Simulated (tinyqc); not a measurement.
Electromigration in a confined line: Blech product, Korhonen stress evolution and Black's law: one step, computed by the program tinyqc.

The electron wind pushes atoms from the cathode (x = 0) to the anode (x = L); blocking ends build a back stress (tension positive). The input rho is taken not to change with temperature. d sigma/dt = d/dx [kappa (d sigma/dx + G)], with zero flux at both ends and sigma = sigma_0 at t = 0.

Question. Time to nucleate a void. sigma(x, t) = sigma_0 + G L [1/2 - x/L - 4 sum_(m odd) cos(m pi x/L) exp(-m^2 pi^2 s)/(m pi)^2], s = t/tau, summed to m = 399. Solve sigma(0, t) = sigma_c for s; the semi-infinite estimate is t = (pi/kappa) ((sigma_c - sigma_0)/(2 G))^2.

Inputs (values chosen for the exercise, close to those used for cobalt lines):
```
quantity                 value  unit
critical stress sigma_c    500   MPa
initial stress sigma_0     170   MPa
line length L               69    um
test temperature T         350     C
```

Start: thermal stress.

stress gradient G = 202.4199 MPa/um

tau = 1163.053 h

kappa = 1.137094e-15 m^2/s

Give: nucleation time; semi-infinite estimate.

Answer.

nucleation time = 0.5099 h

semi-infinite estimate = 0.5099 h

The two agree: the void nucleates before the far end is felt, so the time scales as 1/j^2 and not with L.
